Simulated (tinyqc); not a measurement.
# Doping and barrier from two capacitances

Question. A Schottky diode on a uniformly doped n-type layer obeys (A/C)^2 = 2 (Vbi - V - Vt)/(q eps0 eps_r Nd) in reverse bias, with phiB = Vbi + Vt ln(Nc/Nd) and image force ignored. Find Nd, Vbi and phiB.

Inputs (values chosen for the exercise); band and dielectric values close to those of silicon: temperature T = 300 K; relative permittivity eps_r = 11.6; conduction-band density of states at T Nc = 2.83e19 cm^-3; diode area A = 0.0049 cm^2.

Constants: q = 1.602176634e-19 C, kB = 1.380649e-23 J/K, Vt = kB T/q, eps0 = 8.8541878128e-14 F/cm where lengths are in cm. Results are converted to the units shown.

C at V = -0.3 and -6.2 V (pF): 229.46997  78.760022

Solution. The slope of (A/C)^2 against -V gives Nd, the intercept Vbi - Vt, and the Fermi-level depth Vt ln(Nc/Nd) is added for the barrier.

Nd = 2.10e16 cm^-3
Vbi = 0.514 V
phiB = 0.700 eV

Computed by the program tinyqc: `OMP_NUM_THREADS=1 python tinyqc.py 2020020 2020021 out.jsonl`, one thread of a shared Intel Xeon 2.30GHz, about 0.03 s for the whole run.
